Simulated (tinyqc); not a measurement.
Pressure series at fixed power: global model of a low-pressure process discharge: electron temperature, density, ion flux and ion energy. Computed by tinyqc, a small Python program. Command: `OMP_NUM_THREADS=1 python tinyqc.py 3111126 3111127 out.jsonl plasma walk`. One thread of a shared host (Intel(R) Xeon(R) Processor @ 2.30GHz), about 0.01 s of CPU time with the checks.

Maxwellian electrons with temperature T_e in eV, one positive ion, no negative ions, uniform bulk density n; rate constants have the Arrhenius form.

Inputs (values chosen for the exercise, of the order of those of an inductive discharge in a simple atomic gas):
```
quantity                      value   unit
ion mass M                       32      u
ionisation prefactor K0     2.4e-14  m^3/s
ionisation energy E_iz         16.9     eV
excitation prefactor X0     6.1e-15  m^3/s
excitation energy E_ex         8.93     eV
elastic rate constant K_el  1.3e-13  m^3/s
ion-neutral cross section   1.2e-18    m^2
gas temperature T_g             600      K
radius R                         13     cm
height L                          7     cm
absorbed power P                240      W
```

Constants: k_B = 1.380649e-23 J/K; e = 1.602176634e-19 C; u = 1.6605390666e-27 kg; m_0 = 9.1093837015e-31 kg.

Method:
- n_g = p/(k_B T_g), lambda_i = 1/(n_g sigma), K_iz = K0 exp(-E_iz/T_e), h_L = 0.86/sqrt(3 + L/(2 lambda_i)), h_R = 0.8/sqrt(4 + R/lambda_i), A_eff = 2 pi R^2 h_L + 2 pi R L h_R and d_eff = pi R^2 L/A_eff follow p.
- Particle balance: K0 exp(-E_iz/T_e) n_g d_eff = u_B, u_B = sqrt(e T_e/M).
- E_c = E_iz + (X0 exp(-E_ex/T_e) E_ex + K_el (3 m_0/M) T_e)/K_iz; E_T = E_c + (5/2) T_e + (T_e/2) ln(M/(2 pi m_0)); n = P/(e u_B A_eff E_T); J = e h_L n u_B. Pressures without a root below 2 E_iz are left out.

Against pressure:
```
p (Pa)  T_e (eV)  E_c (eV)  E_T (eV)  n (1/cm^3)  J (mA/cm^2)
0.2       8.8741     22.49     85.21  5.4820e+10       1.9502
0.5       5.1491     27.61     64.00  1.1578e+11       2.6718
1.0       3.9126     34.39     62.04  1.6851e+11       2.8072
2.0       3.1420     45.77     67.98  2.2180e+11       2.5949
5.0       2.4828     73.77     91.32  2.7542e+11       1.9501
10.0      2.1400    112.56    127.69  2.9304e+11       1.3996
20.0      1.8800    178.53    191.82  2.9073e+11       0.9334
```

T_e falls from 8.87 to 1.88 eV, n changes by a factor 5.3 and J by 0.48; in J = P h_L/(A_eff E_T), E_T changes by a factor 2.25 and is least at 1 Pa, between wall losses at high T_e and excitation losses at low T_e.

Extremes, crossings and ranges named in words are read from the listed rows.
